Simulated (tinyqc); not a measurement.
Worked calculation: tight binding, honeycomb lattice. One step of it, computed by the program tinyqc.

Problem. Bloch Hamiltonian at K. H_AB = -t1 (1 + exp(-i k.a1) + exp(-i k.a2)); H_AA = delta - 2 t2 sum cos(k.b + phi), H_BB = -delta - 2 t2 sum cos(k.b - phi), b = a1, a2 - a1, -a2.

Parameters chosen for this model:
```
parameter     value                        unit
t1         2.140000                 eV, nearest
t2         0.140000       eV, second neighbours
phi               0  rad, phase of t2 (Haldane)
delta      0.420000          eV, +/- on A and B
```

k point K (fractions of the reciprocal vectors): 0.333333  0.666667

Give: H(k) at K.

Solution.

H(k) at K (eV):
```
        A       B
A  0.8400  0.0000
B  0.0000  0.0000
```
